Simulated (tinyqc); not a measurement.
Semiconducting tubes compared: carbon nanotube by zone folding.

Circumference C = n a1 + m a2, a = sqrt3 acc; d = a sqrt(n^2 + nm + m^2)/pi; tan(theta) = sqrt3 m/(2n + m); dR = gcd(2n + m, 2m + n); T = t1 a1 + t2 a2 with t1 = (2m + n)/dR, t2 = -(2n + m)/dR, |T| = sqrt3 pi d/dR; N = 2 (n^2 + nm + m^2)/dR hexagons a cell. On cutting line mu = 0 to N - 1 at x = k|T|/(2 pi) the phases are p1 = 2 pi (-t2 mu + m x)/N, p2 = 2 pi (t1 mu - n x)/N, and E = -/+ t |1 + exp(i p1) + exp(i p2)|.

Parameters, chosen for this exercise (out of a larger set: near those used for carbon; not measured data):
- t = 2.77 eV (hopping)
- acc = 1.44 angstrom (bond length)
- tubes = ((9, 4), (13, 3), (14, 1), (16, 8), (11, 7), (10, 8), (11, 10)) (pairs (n, m))

E11 and E22 are twice the two lowest band edges; the cone gives E11 d = 2 t acc and E22/E11 = 2.

Cases:

| (n,m) |
|---|
| (9,4) |
| (13,3) |
| (14,1) |
| (16,8) |
| (11,7) |
| (10,8) |
| (11,10) |

Rank the cases by E11 (eV), lowest first.

Answer: (16,8), (11,10), (11,7), (10,8), (13,3), (14,1), (9,4).

Tubes:

| (n,m) | d (angstrom) | theta (deg) | (n - m) mod 3 | E11 (eV) | E22 (eV) | E11 d/(2 t acc) | E22/E11 |
|---|---|---|---|---|---|---|---|
| (9,4) | 9.16 | 17.5 | 2 | 0.8824 | 1.6673 | 1.013 | 1.890 |
| (13,3) | 11.70 | 10.2 | 1 | 0.6692 | 1.4049 | 0.981 | 2.099 |
| (14,1) | 11.53 | 3.4 | 1 | 0.6770 | 1.4349 | 0.979 | 2.120 |
| (16,8) | 16.80 | 19.1 | 2 | 0.4779 | 0.9313 | 1.007 | 1.949 |
| (11,7) | 12.48 | 22.7 | 1 | 0.6335 | 1.2862 | 0.991 | 2.030 |
| (10,8) | 12.40 | 26.3 | 2 | 0.6442 | 1.2661 | 1.001 | 1.965 |
| (11,10) | 14.44 | 28.4 | 1 | 0.5507 | 1.1003 | 0.997 | 1.998 |

E11 follows 1/d first. For mod 1 the scaled E11 lies below one (0.979 to 0.997) and E22/E11 on both sides of two (1.998 to 2.120). For mod 2 the scaled E11 lies above one (1.001 to 1.013) and E22/E11 below two (1.890 to 1.965). The largest departure of the scaled E11 is that of (14,1); warping acts as cos(3 theta)/d, most for thin tubes near zigzag. Below about 8 angstrom curvature, left out of zone folding, changes the gaps further.

tinyqc: `OMP_NUM_THREADS=1 python tinyqc.py 1482739 1482740 out.jsonl`; about 0.03 s, one thread, shared Intel(R) Xeon(R) Processor @ 2.30GHz.
